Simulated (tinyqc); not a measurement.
AlGaN/GaN HEMT with access regions, lumped model: two steps of the calculation.

A polarisation-induced electron sheet under a Schottky gate, in series with two ungated access regions and contacts. Drift law v = mu E/(1 + mu E/vs) under the gate. Currents in mA/mm, resistances in ohm mm. No self-heating, no channel-length modulation; fits for polarisation, barrier and offset are chosen for the exercise.

Values chosen for this exercise; values close to those of AlGaN/GaN structures: aluminium share of the barrier x = 0.21; barrier thickness d = 20 nm; relative permittivity of barrier and channel eps_r = 9.2; channel mobility mu = 1500 cm^2/(V s); saturation velocity vs = 1.5e7 cm/s; gate length Lg = 1 um; source access length Ls = 0.5 um; drain access length Ld = 1.5 um; resistance of each contact Rc = 0.34 ohm mm; share of the drain-access electrons removed by traps ft = 0; gate voltage Vg = -1 V; critical field Ec = 2.7 MV/cm; depth over which the depleted charge spreads te = 0.28 um; insulator under the field plate tf = 500 nm; relative permittivity of that insulator ei = 3.9.

Constants: q = 1.602176634e-19 C, eps0 = 8.8541878128e-14 F/cm where lengths are in cm. Results are converted to the units shown.

Question 1. Polarisation charge, threshold and sheet resistance. sigma = (5e13 x + 1.6e13 x^2) cm^-2, phiB = 0.84 + 1.3 x, dEc = 0.7 (1.71 x + x^2) in volts, Cb = eps0 eps_r/d, VT = phiB - dEc - q sigma/Cb, access density n0 = -Cb VT/q. Rsh = 1/(q mu n0); largest access current q n0 vs.

Wanted: sigma; Cb; VT; n0; Rsh; q n0 vs.

Answer 1.

sigma = 1.121e13 cm^-2
Cb = 0.4073 uF/cm^2
VT = -3.577 V
n0 = 9.094e12 cm^-2
Rsh = 457.6 ohm
q n0 vs = 2185 mA/mm

Question 2. On-resistance and breakdown. Ron = 2 Rc + Ls/(q mu n0) + Ld/(q mu (1 - ft) n0) + Lg/(mu Cb (Vg - VT)). Off state: a depleted stretch that holds the voltage V has the peak field sqrt(k V), k = 2 q n0/(eps0 eps_r te), so one edge holds V1 = Ec^2/k. The sheet under the plate pinches off at Vf = q n0 (1/Cb + tf/(eps0 ei)); beyond it the gate edge is screened. BV = V1 if Vf >= V1, else Vf + V1, and at most Ec Ld. Specific resistance Ron (Ls + Lg + Ld); figure of merit BV^2 over it.

Give: Ron; Vf; V1; BV; specific resistance; figure of merit.

Answer 2.

Ron = 2.2303 ohm mm
Vf = 214.54 V
V1 = 57.061 V
BV = 57.061 V
specific resistance = 0.066908 mohm cm^2
figure of merit = 48.664 MW/cm^2

The plate pinches off too late to screen the gate edge, so it adds nothing.

Computed by the program tinyqc: `OMP_NUM_THREADS=1 python tinyqc.py 2570049 2570050 out.jsonl`, one thread of a shared Intel Xeon 2.30GHz, about 0.01 s for the whole run.
